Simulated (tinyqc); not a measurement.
Short-period [001] superlattice in sp3s* tight binding: one step. Levels of the small cell. Two cases, with inputs chosen for the exercise.

Problem. Diagonalise (s, pz, s* block of a cell with n = 2, m = 1; px and py are apart). The lowest 6 levels are filled. Give the share of the cation weight of the lowest empty level that lies on the A cations, c1 and c2.

Give: levels; share on A cations.

Case 1.

H (eV), lower triangle:
```
          sa1       za1       *a1       sc1       zc1      *c1       sa2       za2      *a2       sc2       zc2
sa1  -8.48701
za1         0   0.83649
*a1         0         0   8.21649
sc1  -2.68650  -2.79500         0  -1.48978
zc1   1.11200   0.93950   1.73100         0   4.04322
*c1         0  -2.24500         0         0         0  7.08222
sa2         0         0         0  -2.68650  -1.11200        0  -8.52578
za2         0         0         0   2.79500   0.93950  2.24500         0   0.87322
*a2         0         0         0         0  -1.73100        0         0         0  8.24522
sc2         0         0         0         0         0        0  -2.68650  -2.79500        0  -1.48978
zc2         0         0         0         0         0        0   1.11200   0.93950  1.73100         0   4.04322
*c2         0         0         0         0         0        0         0  -2.24500        0         0         0
sa3         0         0         0         0         0        0         0         0        0  -2.68650  -1.11200
za3         0         0         0         0         0        0         0         0        0   2.79500   0.93950
*a3         0         0         0         0         0        0         0         0        0         0  -1.73100
sc3  -3.73850   3.15300         0         0         0        0         0         0        0         0         0
zc3  -2.14400   1.07300  -2.32200         0         0        0         0         0        0         0         0
*c3         0   2.54850         0         0         0        0         0         0        0         0         0

         *c2       sa3       za3      *a3       sc3      zc3      *c3
*c2  7.08222
sa3        0  -8.48701
za3  2.24500         0   0.83649
*a3        0         0         0  8.21649
sc3        0  -3.73850  -3.15300        0  -2.52324
zc3        0   2.14400   1.07300  2.32200         0  3.79276
*c3        0         0  -2.54850        0         0        0  6.86576
```

Solution.

levels (eV): -12.486  -10.364  -10.291  -5.315  -5.266  -0.095  1.710  2.546  2.801  3.064  3.065  4.931  7.020  8.226  9.430  9.602  10.005  10.546

share on A cations = 0.815

The lowest empty level is number 7, at 1.710 eV.

Case 2.

H (eV), lower triangle:
```
          sa1       za1       *a1       sc1       zc1      *c1       sa2       za2      *a2       sc2       zc2
sa1  -8.14121
za1         0   0.78829
*a1         0         0   7.82129
sc1  -3.23100  -2.89150         0  -2.65389
zc1   2.23550   0.97650   2.42300         0   3.66711
*c1         0  -2.39700         0         0         0  6.73711
sa2         0         0         0  -3.23100  -2.23550        0  -8.32189
za2         0         0         0   2.89150   0.97650  2.39700         0   1.04011
*a2         0         0         0         0  -2.42300        0         0         0  8.59711
sc2         0         0         0         0         0        0  -3.23100  -2.89150        0  -2.65389
zc2         0         0         0         0         0        0   2.23550   0.97650  2.42300         0   3.66711
*c2         0         0         0         0         0        0         0  -2.39700        0         0         0
sa3         0         0         0         0         0        0         0         0        0  -3.23100  -2.23550
za3         0         0         0         0         0        0         0         0        0   2.89150   0.97650
*a3         0         0         0         0         0        0         0         0        0         0  -2.42300
sc3  -3.32550   2.75300         0         0         0        0         0         0        0         0         0
zc3  -2.55050   0.94100  -2.25900         0         0        0         0         0        0         0         0
*c3         0   2.49050         0         0         0        0         0         0        0         0         0

         *c2       sa3       za3      *a3       sc3      zc3      *c3
*c2  6.73711
sa3        0  -8.14121
za3  2.39700         0   0.78829
*a3        0         0         0  7.82129
sc3        0  -3.32550  -2.75300        0  -1.61152
zc3        0   2.55050   0.94100  2.25900         0  3.14048
*c3        0         0  -2.49050        0         0        0  6.29048
```

Solution.

levels (eV): -12.428  -11.051  -10.861  -5.801  -5.468  -0.148  1.830  2.219  2.230  2.728  2.823  4.516  6.589  8.055  9.311  9.440  10.497  11.092

share on A cations = 0.832

The lowest empty level is number 7, at 1.830 eV.

Computed by tinyqc, one run a case: `OMP_NUM_THREADS=1 python tinyqc.py N N+1 out.jsonl` with N = 1451695, 1452686; one thread of a shared Intel(R) Xeon(R) Processor @ 2.30GHz, about 0.4 s a run at most.
